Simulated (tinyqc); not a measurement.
Sp3 tight binding, zinc-blende lattice, step by step. One step of it, computed by the program tinyqc.

Problem. Bloch Hamiltonian at k. Slater-Koster rules over the four bonds with direction cosines (l, m, n): ss V_ss; s-px l V_sp; px-s -l V_sp; px-px l^2 V_pps + (1 - l^2) V_ppp; px-py l m (V_pps - V_ppp); each times exp(i k.d).

Parameters chosen for this model: zinc-blende lattice, anion at 0, cation at a/4 (1,1,1); V = eta hbar^2 / (m d^2), hbar^2/m = 7.619964 eV angstrom^2:
```
parameter          value      unit
a               5.730000  angstrom
d               2.481163  angstrom
Es anion      -15.110000        eV
Ep anion       -7.970000        eV
Es cation     -13.110000        eV
Ep cation      -6.930000        eV
eta ss         -1.200000
eta sp          1.540000
eta pp sigma    2.860000
eta pp pi      -0.890000
V ss           -1.485332        eV
V sp            1.906177        eV
V pp sigma      3.540042        eV
V pp pi        -1.101622        eV
```

k point k (2 pi / a): [-0.410000, -0.690000, -0.640000]

Give: H(k) at k.

Solution.

H(k) at k (eV), order a s, a px, a py, a pz, c s, c px, c py, c pz:
$$\begin{pmatrix}
-15.1100 & 0.0000 & 0.0000 & 0.0000 & -1.1913-2.6619i & -2.6268-0.6627i & -1.0443-1.6670i & -1.2516-1.3908i \\
0.0000 & -7.9700 & 0.0000 & 0.0000 & 2.6268+0.6627i & 0.3574+0.7986i & -1.7597-1.9553i & -1.4681-2.3436i \\
0.0000 & 0.0000 & -7.9700 & 0.0000 & 1.0443+1.6670i & -1.7597-1.9553i & 0.3574+0.7986i & -3.6930-0.9317i \\
0.0000 & 0.0000 & 0.0000 & -7.9700 & 1.2516+1.3908i & -1.4681-2.3436i & -3.6930-0.9317i & 0.3574+0.7986i \\
-1.1913+2.6619i & 2.6268-0.6627i & 1.0443-1.6670i & 1.2516-1.3908i & -13.1100 & 0.0000 & 0.0000 & 0.0000 \\
-2.6268+0.6627i & 0.3574-0.7986i & -1.7597+1.9553i & -1.4681+2.3436i & 0.0000 & -6.9300 & 0.0000 & 0.0000 \\
-1.0443+1.6670i & -1.7597+1.9553i & 0.3574-0.7986i & -3.6930+0.9317i & 0.0000 & 0.0000 & -6.9300 & 0.0000 \\
-1.2516+1.3908i & -1.4681+2.3436i & -3.6930+0.9317i & 0.3574-0.7986i & 0.0000 & 0.0000 & 0.0000 & -6.9300
\end{pmatrix}$$
